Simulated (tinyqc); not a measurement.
Sp3 tight binding, zinc-blende lattice, step by step. Computed by tinyqc, a small Python program that keeps every step. Command: `OMP_NUM_THREADS=1 python tinyqc.py 28860 28861 out.jsonl` (the two numbers bound the seeds that draw the settings). One thread of a shared host (Intel(R) Xeon(R) Processor @ 2.60GHz), about 0.01 s of CPU time with the checks.

## Bloch Hamiltonian at k

Parameters chosen for this model: zinc-blende lattice, anion at 0, cation at a/4 (1,1,1); V = eta hbar^2 / (m d^2), hbar^2/m = 7.619964 eV angstrom^2:

| parameter | value | unit |
|---|---|---|
| a | 6.390000 | angstrom |
| d | 2.766951 | angstrom |
| Es anion | -12.700000 | eV |
| Ep anion | -7.210000 | eV |
| Es cation | -12.700000 | eV |
| Ep cation | -7.210000 | eV |
| eta ss | -1.400000 |  |
| eta sp | 1.840000 |  |
| eta pp sigma | 3.240000 |  |
| eta pp pi | -0.810000 |  |
| V ss | -1.393407 | eV |
| V sp | 1.831335 | eV |
| V pp sigma | 3.224742 | eV |
| V pp pi | -0.806185 | eV |

k point k (2 pi / a): -0.25000  0.62000  -0.68000

Slater-Koster rules over the four bonds with direction cosines (l, m, n): ss V_ss; s-px l V_sp; px-s -l V_sp; px-px l^2 V_pps + (1 - l^2) V_ppp; px-py l m (V_pps - V_ppp); each times exp(i k.d).

H(k) at k (eV):
```
                    a s               a px              a py               a pz
a s           -12.70000            0.00000           0.00000            0.00000
a px            0.00000           -7.21000           0.00000            0.00000
a py            0.00000            0.00000          -7.21000            0.00000
a pz            0.00000            0.00000           0.00000           -7.21000
c s   -1.39437-1.54590i  -2.83196-0.43826i  0.79719+1.55688i  -0.64488-1.92459i
c px   2.83196+0.43826i   0.53783+0.59628i  0.81951+2.44577i  -1.01307-1.97848i
c py  -0.79719-1.55688i   0.81951+2.44577i  0.53783+0.59628i   3.59884+0.55694i
c pz   0.64488+1.92459i  -1.01307-1.97848i  3.59884+0.55694i   0.53783+0.59628i

                    c s               c px               c py               c pz
a s   -1.39437+1.54590i   2.83196-0.43826i  -0.79719+1.55688i   0.64488-1.92459i
a px  -2.83196+0.43826i   0.53783-0.59628i   0.81951-2.44577i  -1.01307+1.97848i
a py   0.79719-1.55688i   0.81951-2.44577i   0.53783-0.59628i   3.59884-0.55694i
a pz  -0.64488+1.92459i  -1.01307+1.97848i   3.59884-0.55694i   0.53783-0.59628i
c s           -12.70000            0.00000            0.00000            0.00000
c px            0.00000           -7.21000            0.00000            0.00000
c py            0.00000            0.00000           -7.21000            0.00000
c pz            0.00000            0.00000            0.00000           -7.21000
```

## Levels at k

Diagonalise the Hermitian matrix.

eigenvalues (eV): -16.13348  -14.35738  -12.01554  -11.53018  -6.18068  -3.84975  -2.88811  -1.70488

weights |c|^2 of the basis functions:
```
       band 1   band 2   band 3   band 4   band 5   band 6   band 7   band 8
a s   0.44639  0.23867  0.04687  0.00008  0.21423  0.04269  0.00008  0.01099
a px  0.02978  0.09313  0.22349  0.00716  0.18596  0.31819  0.00645  0.13585
a py  0.01044  0.08178  0.10145  0.27582  0.03417  0.03784  0.27858  0.17992
a pz  0.01339  0.08642  0.12820  0.21693  0.06565  0.10128  0.21489  0.17324
c s   0.44639  0.23867  0.04687  0.00008  0.21423  0.04269  0.00008  0.01099
c px  0.02978  0.09313  0.22349  0.00716  0.18596  0.31819  0.00645  0.13585
c py  0.01044  0.08178  0.10145  0.27582  0.03417  0.03784  0.27858  0.17992
c pz  0.01339  0.08642  0.12820  0.21693  0.06565  0.10128  0.21489  0.17324
```

## Bloch Hamiltonian at G

k point G (2 pi / a): 0  0  0

As before.

H(k) at G (eV):
```
            a s      a px      a py      a pz        c s      c px      c py      c pz
a s   -12.70000   0.00000   0.00000   0.00000   -5.57363   0.00000   0.00000   0.00000
a px    0.00000  -7.21000   0.00000   0.00000    0.00000   2.14983   0.00000   0.00000
a py    0.00000   0.00000  -7.21000   0.00000    0.00000   0.00000   2.14983   0.00000
a pz    0.00000   0.00000   0.00000  -7.21000    0.00000   0.00000   0.00000   2.14983
c s    -5.57363   0.00000   0.00000   0.00000  -12.70000   0.00000   0.00000   0.00000
c px    0.00000   2.14983   0.00000   0.00000    0.00000  -7.21000   0.00000   0.00000
c py    0.00000   0.00000   2.14983   0.00000    0.00000   0.00000  -7.21000   0.00000
c pz    0.00000   0.00000   0.00000   2.14983    0.00000   0.00000   0.00000  -7.21000
```

## Levels at G

As before.

eigenvalues (eV): -18.27363  -9.35983  -9.35983  -9.35983  -7.12637  -5.06017  -5.06017  -5.06017

## Bands along a path

The same steps at evenly spaced points between the labelled ones.

Bands along the path (eV):

| k | band 1 | band 2 | band 3 | band 4 | band 5 | band 6 | band 7 | band 8 |
|---|---|---|---|---|---|---|---|---|
| L | -16.47574 | -14.46006 | -10.97220 | -10.97220 | -6.96278 | -3.44780 | -3.44780 | -1.92142 |
| L-G 0.20 | -16.81468 | -13.93035 | -10.84921 | -10.84921 | -6.92783 | -3.57079 | -3.57079 | -2.14714 |
| L-G 0.40 | -17.38305 | -12.80102 | -10.50557 | -10.50557 | -6.84684 | -3.91443 | -3.91443 | -2.78909 |
| L-G 0.60 | -17.86138 | -11.44100 | -10.02338 | -10.02338 | -6.79301 | -4.39662 | -4.39662 | -3.72461 |
| L-G 0.80 | -18.16829 | -10.08902 | -9.56202 | -9.56202 | -6.90424 | -4.85798 | -4.85798 | -4.65845 |
| G | -18.27363 | -9.35983 | -9.35983 | -9.35983 | -7.12637 | -5.06017 | -5.06017 | -5.06017 |
| G-X 0.20 | -18.13256 | -9.92961 | -9.84416 | -9.84416 | -6.72417 | -5.03367 | -4.57584 | -4.57584 |
| G-X 0.40 | -17.71391 | -11.08471 | -10.81622 | -10.81622 | -6.05538 | -4.96600 | -3.60378 | -3.60378 |
| G-X 0.60 | -17.03214 | -12.40317 | -11.73801 | -11.73801 | -5.49437 | -4.89032 | -2.68199 | -2.68199 |
| G-X 0.80 | -16.11333 | -13.73720 | -12.36451 | -12.36451 | -5.11479 | -4.85468 | -2.05549 | -2.05549 |
| X | -14.99701 | -14.99701 | -12.58457 | -12.58457 | -4.91299 | -4.91299 | -1.83543 | -1.83543 |
| X-W 0.20 | -14.99701 | -14.99701 | -12.58457 | -12.58457 | -4.91299 | -4.91299 | -1.83543 | -1.83543 |
| X-W 0.40 | -14.99701 | -14.99701 | -12.58457 | -12.58457 | -4.91299 | -4.91299 | -1.83543 | -1.83543 |
| X-W 0.60 | -14.99701 | -14.99701 | -12.58457 | -12.58457 | -4.91299 | -4.91299 | -1.83543 | -1.83543 |
| X-W 0.80 | -14.99701 | -14.99701 | -12.58457 | -12.58457 | -4.91299 | -4.91299 | -1.83543 | -1.83543 |
| W | -14.99701 | -14.99701 | -12.58457 | -12.58457 | -4.91299 | -4.91299 | -1.83543 | -1.83543 |

With 4 band(s) filled, the highest filled level on these points lies at G and the lowest empty one at G: a gap of 2.2335 eV, direct.
